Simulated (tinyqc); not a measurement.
## Van der Pauw, Hall and four-point-probe measurements on a doped layer: correction factor against the shape of the sample

A uniform n-type layer with sheet resistance Rs = 1/(q ns mu), point contacts, low field (mu B small).

Rs = 1/(q ns mu). For a rectangle with contacts at the corners, RA = (8 Rs/pi) sum_(k>=0) ln coth((2k + 1) pi a/(2 b)) with current along a short side b and voltage along the opposite one, RB the same with a and b exchanged. ar = a/b. F = Rs/[(pi/ln 2)(RA + RB)/2]; small-asymmetry estimate 1 - (ln 2/2) d^2 - ((ln 2)^2/4 - (ln 2)^3/12) d^4 with d = (RB - RA)/(RB + RA).

Values chosen for this exercise: sheet density of the layer ns = 6.5e14 cm^-2; drift mobility mu = 73 cm^2/(V s).

Constants: q = 1.602176634e-19 C. Results are converted to the units shown.

Result of one run:

| ar | RA (ohm) | RB (ohm) | RB/RA | F | estimate of F |
|---|---|---|---|---|---|
| 1 | 29.02 | 29.02 | 1.000 | 1.000 | 1.000 |

What becomes of these results when the side ratio a/b of a rectangular sample with corner contacts ar is changed from 1 to 1.23, all else the same?

Result of the changed run:

| ar | RA (ohm) | RB (ohm) | RB/RA | F | estimate of F |
|---|---|---|---|---|---|
| 1.23 | 14.06 | 52.51 | 3.734 | 0.8718 | 0.8741 |

The whole series:

| ar | RA (ohm) | RB (ohm) | RB/RA | F | estimate of F |
|---|---|---|---|---|---|
| 1 | 29.02 | 29.02 | 1.000 | 1.000 | 1.000 |
| 1.23 | 14.06 | 52.51 | 3.734 | 0.8718 | 0.8741 |
| 1.46 | 6.825 | 79.32 | 11.62 | 0.6738 | 0.7082 |
| 1.69 | 3.313 | 107.9 | 32.55 | 0.5221 | 0.6213 |
| 1.91 | 1.660 | 136.0 | 81.92 | 0.4217 | 0.5862 |
| 2.14 | 0.8059 | 165.8 | 205.8 | 0.3484 | 0.5713 |
| 2.37 | 0.3912 | 195.9 | 500.6 | 0.2958 | 0.5653 |
| 2.6 | 0.1900 | 226.0 | 1190 | 0.2566 | 0.5628 |

RB/RA rises from 1.00 to 1190 and F falls from 1.00 to 0.257. The estimate is 5.1 % above F at a/b = 1.46 and 2.19 times it in the last row. RA shrinks about as exp(-pi a/b): by a factor of 2.06 between the last two rows, against 2.06.

Computed by the program tinyqc: `OMP_NUM_THREADS=1 python tinyqc.py 2850158 2850159 out.jsonl`, one thread of a shared Intel Xeon 2.30GHz, about 0.04 s for the whole run.
